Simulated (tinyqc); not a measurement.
One-sided p+-n junction, ionisation integral and breakdown: two steps of the calculation.

A p+ layer at x < 0 and an n drift layer from x = 0. Depletion approximation, built-in voltage neglected. Local ionisation coefficients alpha_n = an exp(-(bn/E)^mx), alpha_p = ap exp(-(bp/E)^mx). Electrons move towards +x, holes towards x = 0.

Inputs (values chosen for the exercise); material values close to those of gallium nitride: relative permittivity eps_r = 9.32; prefactor of the electron ionisation coefficient an = 2.97e8 1/cm; field constant for electrons bn = 3.43e7 V/cm; prefactor of the hole ionisation coefficient ap = 1.38e8 1/cm; field constant for holes bp = 2e7 V/cm; exponent mx = 1; donor density of the drift layer N = 7e15 cm^-3; reverse voltage V = 1650 V; share of the depleted width that the grid covers fr = 0.4.

Constants: q = 1.602176634e-19 C, eps0 = 8.8541878128e-14 F/cm where lengths are in cm. Results are converted to the units shown.

Question 1. Field and ionisation coefficients on a grid. W = sqrt(2 eps0 eps_r V/(q N)), peak field E0 = q N W/(eps0 eps_r), falling linearly to 0 at W. Grid: 12 equal steps from 0 to fr W.

Wanted: W; x; E; alpha_n; alpha_p.

Answer 1.

W = 15.582 um

| point | x (um) | E (kV/cm) | alpha_n (1/cm) | alpha_p (1/cm) |
|---|---|---|---|---|
| 0 | 0.0000 | 2117.8 | 27.466 | 10926 |
| 1 | 0.5194 | 2047.2 | 15.713 | 7888.9 |
| 2 | 1.0388 | 1976.6 | 8.6373 | 5565.3 |
| 3 | 1.5582 | 1906.0 | 4.5420 | 3825.9 |
| 4 | 2.0777 | 1835.4 | 2.2733 | 2555.4 |
| 5 | 2.5971 | 1764.8 | 1.0765 | 1652.6 |
| 6 | 3.1165 | 1694.2 | 0.47898 | 1030.6 |
| 7 | 3.6359 | 1623.6 | 0.19862 | 616.86 |
| 8 | 4.1553 | 1553.0 | 0.076033 | 352.39 |
| 9 | 4.6747 | 1482.4 | 0.026561 | 190.85 |
| 10 | 5.1941 | 1411.8 | 0.0083527 | 97.215 |
| 11 | 5.7136 | 1341.3 | 0.0023255 | 46.125 |
| 12 | 6.2330 | 1270.7 | 5.6169e-4 | 20.145 |

Question 2. Ionisation integrals by the trapezoid rule. G(x) = integral from 0 to x of (alpha_n - alpha_p); I_n = integral of alpha_n exp(-G) (electrons injected at x = 0), I_p = integral of alpha_p exp(G(end) - G) (holes injected at the far edge); M = 1/(1 - I). All integrals by the trapezoid rule on the grid.

| point | x (um) | alpha_n (1/cm) | alpha_p (1/cm) |
|---|---|---|---|
| 0 | 0.0000000 | 27.466402 | 10925.663 |
| 1 | 0.5194142 | 15.712729 | 7888.9485 |
| 2 | 1.0388284 | 8.6372688 | 5565.2978 |
| 3 | 1.5582426 | 4.5420431 | 3825.8963 |
| 4 | 2.0776568 | 2.2732903 | 2555.3969 |
| 5 | 2.5970710 | 1.0764921 | 1652.5763 |
| 6 | 3.1164852 | 0.47897528 | 1030.5996 |
| 7 | 3.6358994 | 0.19862456 | 616.85926 |
| 8 | 4.1553136 | 0.076032640 | 352.38566 |
| 9 | 4.6747278 | 0.026561327 | 190.84972 |
| 10 | 5.1941420 | 0.0083526529 | 97.214744 |
| 11 | 5.7135562 | 0.0023254779 | 46.124846 |
| 12 | 6.2329704 | 5.6169254e-4 | 20.144675 |

Give: G; alpha_n exp(-G); I_n; I_p; M_n; M_p.

Answer 2.

| point | G | alpha_n exp(-G) (1/cm) |
|---|---|---|
| 0 | 0.000 | 27.47 |
| 1 | -0.488 | 25.58 |
| 2 | -0.836 | 19.93 |
| 3 | -1.080 | 13.37 |
| 4 | -1.245 | 7.90 |
| 5 | -1.355 | 4.17 |
| 6 | -1.424 | 1.99 |
| 7 | -1.467 | 0.86 |
| 8 | -1.492 | 0.34 |
| 9 | -1.506 | 0.12 |
| 10 | -1.514 | 0.04 |
| 11 | -1.517 | 0.01 |
| 12 | -1.519 | 0.00 |

I_n = 0.004574
I_p = 0.7706
M_n = 1.005
M_p = 4.360

tinyqc, about 0.07 s, one thread, Intel Xeon 2.30GHz (shared host): `OMP_NUM_THREADS=1 python tinyqc.py 2120153 2120154 out.jsonl`
